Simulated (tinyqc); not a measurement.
Electromigration in a confined line: Blech product, Korhonen stress evolution and Black's law: one step, computed by the program tinyqc. Command: `OMP_NUM_THREADS=1 python tinyqc.py 3015862 3015863 out.jsonl emigr walk`. One thread of a shared host (Intel(R) Xeon(R) Processor @ 2.30GHz), about 0.01 s of CPU time with the checks.

The electron wind pushes atoms from the cathode (x = 0) to the anode (x = L); blocking ends build a back stress (tension positive). The input rho is taken not to change with temperature. d sigma/dt = d/dx [kappa (d sigma/dx + G)], with zero flux at both ends and sigma = 0 at t = 0.

Problem. Stress along the line. sigma(x, t) = G L [1/2 - x/L - 4 sum_(m odd) cos(m pi x/L) exp(-m^2 pi^2 s)/(m pi)^2], s = t/tau, summed to m = 399. Steady state: G L (1/2 - x/L). Take x/L = 0, 0.1, 0.2, 0.3, 0.4, 0.6, 0.8 and 1.

Inputs (values chosen for the exercise, close to those used for copper lines):

| quantity | value | unit |
|---|---|---|
| critical stress sigma_c | 140 | MPa |
| line length L | 35 | um |
| test temperature T | 240 | C |
| time as a fraction of L^2/kappa, s | 0.017 | - |

Start: stress-free.

stress gradient G = 12.33975 MPa/um

Give: Stress (MPa).

Solution.

Stress (MPa):

| x/L | at time s | steady state |
|---|---|---|
| 0.0 | 63.541 | 215.95 |
| 0.1 | 29.474 | 172.76 |
| 0.2 | 11.265 | 129.57 |
| 0.3 | 3.470 | 86.38 |
| 0.4 | 0.825 | 43.19 |
| 0.6 | -0.825 | -43.19 |
| 0.8 | -11.265 | -129.57 |
| 1.0 | -63.541 | -215.95 |

Caution: stresses above sigma_c are formal, since a void forms first.
